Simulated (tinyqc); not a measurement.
Random telegraph noise from one oxide trap in a small MOSFET: time constants and noise against gate voltage.

An acceptor-like trap exchanges electrons with the channel. Inversion charge Q = Cox u, u = n Vt W0(exp((Vg - VT)/(n Vt))), W0 the Lambert function, n = nf, Cox = eps0 eox/tox; linear regime Id = (W/L) mu Q Vd. Relative to threshold the surface potential rises by Vt ln(u/u0) and the oxide voltage by the rest of Vg - VT, with u0 = n Vt W0(1).

N = Cox u/q; dpsi = Vt ln(u/u0); E = E0 - dpsi - (xt/tox)(Vg - VT - dpsi); capture time tc = 1/[(N/zi) vth s0 exp(-xt/lt - EB/Vt)]; emission time te = tc exp(-E/Vt); occupancy te/(tc + te). A = W L; threshold step dV = q (1 - xt/tox)/(Cox A); gm/Id = 1/(u + n Vt); relative step dI/I = (gm/Id) dV + asc mu/A. fc = (1/tc + 1/te)/(2 pi); rms = (dI/I) sqrt(tc te)/(tc + te).

Inputs (values chosen for the exercise); values of the order met in silicon transistors:
- T = 350 K (temperature)
- eox = 8.74 (relative permittivity of the gate insulator (close to aluminium oxide))
- tox = 4.7 nm (insulator thickness)
- xt = 0.64 nm (depth of the trap from the channel interface)
- E0 = 0.02 eV (trap level above the channel Fermi level at threshold)
- s0 = 1e-16 cm^2 (capture prefactor)
- EB = 0.22 eV (capture barrier (lattice relaxation))
- lt = 0.15 nm (tunnelling decay length)
- vth = 1.8e7 cm/s (thermal velocity)
- zi = 2.7 nm (thickness of the inversion layer)
- VT = 0.21 V (threshold voltage)
- nf = 1.19 (body factor)
- W = 130 nm (gate width)
- L = 27 nm (gate length)
- mu = 150 cm^2/(V s) (mobility)
- asc = 2.9e-16 V s (scattering coefficient of the charged trap)
- Vd = 0.05 V (drain voltage)

Constants: q = 1.602176634e-19 C, kB = 1.380649e-23 J/K, Vt = kB T/q, eps0 = 8.8541878128e-14 F/cm where lengths are in cm. Results are converted to the units shown.

Time constants and noise against gate voltage:

| Vg (V) | E (eV) | tc (s) | te (s) | occupancy | dI/I (%) | fc (Hz) | rms dI/I (%) |
|---|---|---|---|---|---|---|---|
| 0.01 | 0.1777 | 0.01127 | 3.108e-5 | 0.002751 | 6.771 | 5135 | 0.3547 |
| 0.07 | 0.1264 | 0.002152 | 3.253e-5 | 0.01489 | 6.667 | 4967 | 0.8075 |
| 0.13 | 0.07673 | 4.370e-4 | 3.432e-5 | 0.07282 | 6.203 | 5001 | 1.612 |
| 0.19 | 0.03259 | 1.098e-4 | 3.729e-5 | 0.2534 | 4.930 | 5717 | 2.144 |
| 0.25 | -0.001693 | 4.033e-5 | 4.266e-5 | 0.5140 | 3.366 | 7678 | 1.682 |
| 0.31 | -0.02725 | 2.069e-5 | 5.107e-5 | 0.7117 | 2.303 | 1.081e4 | 1.043 |
| 0.37 | -0.04745 | 1.304e-5 | 6.288e-5 | 0.8282 | 1.686 | 1.474e4 | 0.6358 |
| 0.43 | -0.06451 | 9.270e-6 | 7.870e-5 | 0.8946 | 1.315 | 1.919e4 | 0.4037 |
| 0.49 | -0.07962 | 7.102e-6 | 9.951e-5 | 0.9334 | 1.076 | 2.401e4 | 0.2683 |

What does the table show?

tc falls from 0.0113 to 7.10e-6 s as the channel fills and te rises from 3.11e-5 to 9.95e-5 s; they are equal at Vg = 0.247 V, where E = 0. The rms noise goes from 0.355 through a maximum of 2.14 (at Vg = 0.19 V among the rows listed) to 0.268 %. The slope -Vt d ln(tc/te)/dVg is 0.855 between the first two rows and 0.252 between the last two; it tends to xt/tox = 0.136 only when the surface potential stops moving.

Range of the model: VT is taken as given; short-channel effects and the uneven flow of current among few electrons are left out.

Numbers from tinyqc (`OMP_NUM_THREADS=1 python tinyqc.py 2710135 2710136 out.jsonl`; about 0.01 s on one thread of a shared Intel Xeon 2.30GHz).
